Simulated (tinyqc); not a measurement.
Inside a calculation: armchair graphene nanoribbon in tight binding. Values are carried at full precision from step to step, so a last printed digit may differ when a step is redone from the rounded ones.

An armchair ribbon of N dimer lines, width (N - 1) sqrt3 acc/2, period 3 acc, one pz orbital a site. In line n, A_n binds to B_n with -t exp(ik/3), times (1 + d) in the two edge lines, and to B_(n-1) and B_(n+1) with -t exp(-ik/6); k runs from -pi to pi. For d = 0 the modes across the ribbon are sin(n p pi/(N + 1)), p = 1 to N, with E = -/+ t sqrt(1 + 4 c^2 + 4 c cos(k/2)), c = cos(p pi/(N + 1)).

Inputs chosen for the exercise (near those used for graphene; not measured data): t = 2.6 eV (hopping); N = 4 (dimer lines); k = 0.53 (k times the period 3 acc); d = 0.12 (relative strengthening of the edge bonds).

## Transverse modes without edge correction

For each p give c, |E| at k = 0, t |1 + 2c|, and |E| at the given k.

Modes:
```
p        c  |E| at k = 0 (eV)  |E| at k (eV)
1   0.8090             6.8069         6.7506
2   0.3090             4.2069         4.1721
3  -0.3090             0.9931         1.1305
4  -0.8090             1.6069         1.8291
```

N = 4 = 3 x 1 + 1. No mode has c = -1/2; the nearest, p = 3, leaves a gap of 1.9862 eV.

## The Hamiltonian at k

Fill in the matrix.

H(k) (eV), rows A1, A2, A3, A4, B1, B2, B3, B4 and columns alike:
```
[[0, 0, 0, 0, -2.8667-0.5118i, -2.5899+0.2294i, 0, 0],
 [0, 0, 0, 0, -2.5899+0.2294i, -2.5595-0.4569i, -2.5899+0.2294i, 0],
 [0, 0, 0, 0, 0, -2.5899+0.2294i, -2.5595-0.4569i, -2.5899+0.2294i],
 [0, 0, 0, 0, 0, 0, -2.5899+0.2294i, -2.8667-0.5118i],
 [-2.8667+0.5118i, -2.5899-0.2294i, 0, 0, 0, 0, 0, 0],
 [-2.5899-0.2294i, -2.5595+0.4569i, -2.5899-0.2294i, 0, 0, 0, 0, 0],
 [0, -2.5899-0.2294i, -2.5595+0.4569i, -2.5899-0.2294i, 0, 0, 0, 0],
 [0, 0, -2.5899-0.2294i, -2.8667+0.5118i, 0, 0, 0, 0]]
```

## Levels at k

Diagonalise H.

levels (eV): [-6.8392, -4.4005, -1.7627, -1.3391, 1.3391, 1.7627, 4.4005, 6.8392]

The levels come in pairs +E, -E because only A-B bonds occur.

## The gap with the edge correction

First order in d: for the mode p nearest to c = -1/2 the gap is 2t |1 + 2c + d w|, w = 4 sin^2(p pi/(N + 1))/(N + 1) being the weight on the two edge lines. Compare with twice the smallest |E| of H(0).

p = 3
w = 0.7236
gap to first order = 2.4378 eV
gap from H(0) = 2.4309 eV

First order misses the full value by +6.9 meV.

## Checks

- Positive levels of H(k) for d = 0 against the mode formula: they agree to 1e-10 or better.

tinyqc: `OMP_NUM_THREADS=1 python tinyqc.py 1452210 1452211 out.jsonl`; about 0.02 s, one thread, shared Intel(R) Xeon(R) Processor @ 2.30GHz.
